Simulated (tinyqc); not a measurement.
Threshold of a short bulk MOSFET: charge sharing, barrier lowering, narrow width: one step of the calculation.

n-channel device on a p-type body, depletion approximation, full ionisation. Uniform doping N = Na. Vbi from Boltzmann statistics is rough for the degenerate source. Cox = eps0 eox/tox.

Problem. Long-channel threshold and scales. ni = sqrt(Nc Nv) exp(-Eg/(2 Vt)), Eg in volts; 2 pB = 2 Vt ln(N/ni); flat band Vfb - Vt ln(N/Na); Wd = sqrt(2 eps0 eps_r (2 pB - Vbs)/(q N)); body term q N Wd/Cox; long-channel VT0 = flat band + 2 pB + body term; Vbi = Vt ln(N Nsd/ni^2); scale length l = sqrt((eps_r/eox) tox Wd).

Inputs (values chosen for the exercise); band and dielectric values close to those of silicon: temperature T = 300 K; band gap Eg = 1.12 eV; relative permittivity eps_r = 11.5; conduction-band density of states at T Nc = 2.85e19 cm^-3; valence-band density of states at T Nv = 2.61e19 cm^-3; relative permittivity of the gate insulator (close to silicon dioxide) eox = 3.9; insulator thickness tox = 1.4 nm; channel doping Na = 5.5e16 cm^-3; source and drain doping Nsd = 1e20 cm^-3; flat-band voltage for the doping Na Vfb = -0.9 V; body-source voltage Vbs = 0 V.

Constants: q = 1.602176634e-19 C, kB = 1.380649e-23 J/K, Vt = kB T/q, eps0 = 8.8541878128e-14 F/cm where lengths are in cm. Results are converted to the units shown.

Wanted: N; 2 pB; flat band; Wd; body term; VT0; Vbi; l.

Solution.

N = 5.5000e16 cm^-3
2 pB = 0.79911 V
flat band = -0.90000 V
Wd = 135.90 nm
body term = 0.048550 V
VT0 = -0.052342 V
Vbi = 0.99314 V
l = 23.686 nm

Program tinyqc, `OMP_NUM_THREADS=1 python tinyqc.py 2002020 2002021 out.jsonl`; Intel Xeon 2.30GHz, shared host, one thread, about 0.01 s.
